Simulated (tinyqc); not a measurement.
Threshold of a short bulk MOSFET: charge sharing, barrier lowering, narrow width: one step of the calculation.

n-channel device on a p-type body, depletion approximation, full ionisation. Uniform doping N = Na. Vbi from Boltzmann statistics is rough for the degenerate source. Cox = eps0 eox/tox.

Task. Short-channel and narrow-width shifts. Charge sharing (trapezoid; it ignores Vds): F = (xj/L)(sqrt(1 + 2 Wd/xj) - 1), lowering = body term times F. Barrier lowering: th = exp(-L/(2 l)) + 2 exp(-L/l), lowering = th [2 (Vbi - 2 pB) + Vds], DIBL = th. Narrow width: rise = body term times xw Wd/W. VT by each model = VT0 - lowering + rise.

Values chosen for this exercise; band and dielectric values close to those of silicon:
```
symbol  value  unit                                                    meaning
xj         36    nm                                             junction depth
Vds      0.05     V                                       drain-source voltage
W         640    nm                                                 gate width
xw          0        shape factor of the fringing depletion at the width edges
L         520    nm                                             channel length
```

2 pB = 0.83070551 V
Wd = 159.07928 nm
body term = 0.15558986 V
VT0 = 0.24629536 V
Vbi = 1.0192549 V
l = 38.463454 nm

Find: F; lowering by charge sharing; th; lowering of the barrier; DIBL; narrow-width rise; VT, charge sharing; VT, barrier lowering.

Result.

F = 0.14791
lowering by charge sharing = 23.014 mV
th = 0.0011623
lowering of the barrier = 0.49642 mV
DIBL = 1.1623 mV/V
narrow-width rise = 0 mV
VT, charge sharing = 0.22328 V
VT, barrier lowering = 0.24580 V

L is 13.5 scale lengths. The charge-sharing lowering is 46.4 times the barrier lowering; the first falls off as 1/L and the second exponentially. Both describe the same loss of gate control, so they are alternatives and are not added.

Numbers from tinyqc (`OMP_NUM_THREADS=1 python tinyqc.py 2002041 2002042 out.jsonl`; about 0.01 s on one thread of a shared Intel Xeon 2.30GHz).
